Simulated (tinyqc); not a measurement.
Changing the length of each stressor S: stress in a transistor channel from embedded alloy regions, liners and fins, by half-space elasticity. Computed by tinyqc, a small Python program. Command: `OMP_NUM_THREADS=1 python tinyqc.py 3011323 3011324 out.jsonl stressor sweep`. One thread of a shared host (Intel(R) Xeon(R) Processor @ 2.30GHz), about 0.05 s of CPU time with the checks.

Plane strain in an isotropic half-space, the same constants everywhere; x along the channel from its centre, y downwards from the free surface; stress is positive in tension.

Inputs (values chosen for the exercise, modelled on silicon): alloy fraction x = 0.55; lattice change per unit x, beta = 0.0421; Young's modulus E = 169 GPa; Poisson ratio nu = 0.28; channel length L = 110 nm; recess depth d = 75 nm; depth of the field point y = 3.8 nm.

Stressor: Si(1-x)Ge(x) source and drain.

Method. Misfit e = beta x. A fully constrained inclusion holds the stress -p with p = E e/(1 - 2 nu); a blanket film would hold -E e/(1 - nu) in the plane. A line element dA of misfit at (a, c) in the half-space gives, with C = E e/(2 pi (1 - nu)), X = x - a, r1^2 = X^2 + (y - c)^2, r2^2 = X^2 + Y^2, Y = y + c: s_xx = -C dA {[X^2 - (y - c)^2]/r1^4 + 3 [X^2 - Y^2]/r2^4 + 4 y Y (Y^2 - 3 X^2)/r2^6}, s_yy = C dA {[X^2 - (y - c)^2]/r1^4 - [X^2 - Y^2]/r2^4 + 4 y Y (Y^2 - 3 X^2)/r2^6}. These are integrated over two rectangles, L/2 < |a| < L/2 + S, 0 < c < d (closed form in a, 200 Gauss-Legendre points in c).

One run for each value:
```
length of each stressor S (nm)  s_xx (MPa)  s_xx over the blanket-film stress
10                                  -482.7                             0.0888
18                                  -836.0                             0.1538
32                                 -1383.8                             0.2546
56                                 -2138.4                             0.3935
100                                -3087.4                             0.5681
180                                -4044.7                             0.7442
320                                -4808.2                             0.8847
560                                -5332.1                             0.9811
1000                               -5680.2                             1.0451
```

Describe and explain the trends.

Over the rows, s_xx (MPa) falls from -483 to -5680 (exponent d ln y / d ln x 0.93 between the first rows and 0.11 between the last); s_xx over the blanket-film stress rises from 0.0888 to 1.05 (exponent d ln y / d ln x 0.93 between the first rows and 0.11 between the last). The stress approaches its limit slowly as S grows beyond d and L, since the far wall matters less and less.

Caution (all rows): at such misfit the regions may relax by dislocations, and linear elasticity is rough.
